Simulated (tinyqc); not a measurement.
## Doping and barrier from two capacitances

Problem. A Schottky diode on a uniformly doped n-type layer obeys (A/C)^2 = 2 (Vbi - V - Vt)/(q eps0 eps_r Nd) in reverse bias, with phiB = Vbi + Vt ln(Nc/Nd) and image force ignored. Find Nd, Vbi and phiB.

Parameters, values chosen for the exercise; band and dielectric values those of a made-up semiconductor: temperature T = 300 K; relative permittivity eps_r = 15; conduction-band density of states at T Nc = 1.26e19 cm^-3; diode area A = 0.0026 cm^2.

Constants: q = 1.602176634e-19 C, kB = 1.380649e-23 J/K, Vt = kB T/q, eps0 = 8.8541878128e-14 F/cm where lengths are in cm. Results are converted to the units shown.

C at V = -0.1 and -2.2 V (pF): [879.93311, 358.51853]

Answer. The slope of (A/C)^2 against -V gives Nd, the intercept Vbi - Vt, and the Fermi-level depth Vt ln(Nc/Nd) is added for the barrier.

Nd = 4.50e17 cm^-3
Vbi = 0.344 V
phiB = 0.430 eV

Numbers from tinyqc (`OMP_NUM_THREADS=1 python tinyqc.py 2020147 2020148 out.jsonl`; about 0.06 s on one thread of a shared Intel Xeon 2.30GHz).
